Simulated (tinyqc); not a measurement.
Time-domain thermoreflectance: layered heat flow under a modulated pulse train, and what the signal ratio measures: one step, computed by the program tinyqc. Command: `OMP_NUM_THREADS=1 python tinyqc.py 3114040 3114041 out.jsonl tdtr walk`. One thread of a shared host (Intel(R) Xeon(R) Processor @ 2.30GHz), about 0.2 s of CPU time with the checks.

Pulses repeat at 80 MHz; heat is laid down at the surface, all layers are isotropic, and the film is in perfect contact with the substrate.

Task: Impedance at k = 0 and the modulation frequency. For radial wave number k and angular frequency W each layer has u = sqrt(4 pi^2 k^2 + i W C/kappa) and gamma = kappa u. Surface impedance from below: Z = 1/gamma for the substrate; a layer of thickness L maps Z to (Z + tanh(u L)/gamma)/(1 + gamma Z tanh(u L)); a boundary adds 1/G. Take k = 0 and W = 2 pi f.

Inputs (values chosen for the exercise, modelled on aluminium on beta-Ga2O3):
```
quantity                                value        unit
metal thickness d                          80          nm
metal conductivity                        160     W/(m K)
metal heat capacity                      2.42  MJ/(m^3 K)
boundary conductance G under the metal     35  MW/(m^2 K)
film thickness                             14          nm
film conductivity                        0.67     W/(m K)
film heat capacity                        1.9  MJ/(m^3 K)
substrate conductivity kappa             15.4     W/(m K)
substrate heat capacity C                 3.3  MJ/(m^3 K)
modulation frequency f                     12         MHz
```

Stack: metal, film, substrate.

Give: Z of the substrate; Z at the surface.

Result:

Z of the substrate = 11.423-11.423i m^2 K/GW

Z at the surface = 28.134-31.138i m^2 K/GW
